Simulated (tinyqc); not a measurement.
Born-Mayer model of an ionic crystal AB: one step, computed by the program tinyqc. Command: `OMP_NUM_THREADS=1 python tinyqc.py 3029247 3029248 out.jsonl bornmayer walk`. One thread of a shared host (Intel(R) Xeon(R) Processor @ 2.30GHz), about 0.01 s of CPU time with the checks.

Energies are per ion pair and r is the nearest distance of unlike ions.

Question. Terms of the lattice energy. Madelung constant M, unlike neighbours z1, like neighbours z2 at f r, volume per pair: rock salt 1.747565, 6, 12, sqrt2, 2 r^3; caesium chloride 1.762675, 8, 6, 2/sqrt3, 8 r^3/(3 sqrt3); zinc blende 1.638055, 4, 12, sqrt(8/3), 16 r^3/(3 sqrt3). U(r) = -M z^2 e^2/(4 pi eps_0 r) + z1 lambda exp(-r/rho).

Inputs (values chosen for the exercise, for a model salt): ionic charge z = 1; unlike repulsion lambda = 372 eV; range rho = 0.35 angstrom.

Structure: caesium chloride. Short range: nearest neighbours only.

equilibrium distance r0 = 2.740689 angstrom

Constants: e^2/(4 pi eps_0) = 14.39964548 eV angstrom.

Give: terms; lattice energy U.

Answer.

terms (eV): Coulomb -9.2611, unlike repulsion 1.1827

lattice energy U = -8.0784 eV per pair

The short-range terms together cancel 12.8 % of the Coulomb energy, which is rho/r0 = 0.1277: U = -(M z^2 e^2/(4 pi eps_0 r0))(1 - rho/r0).
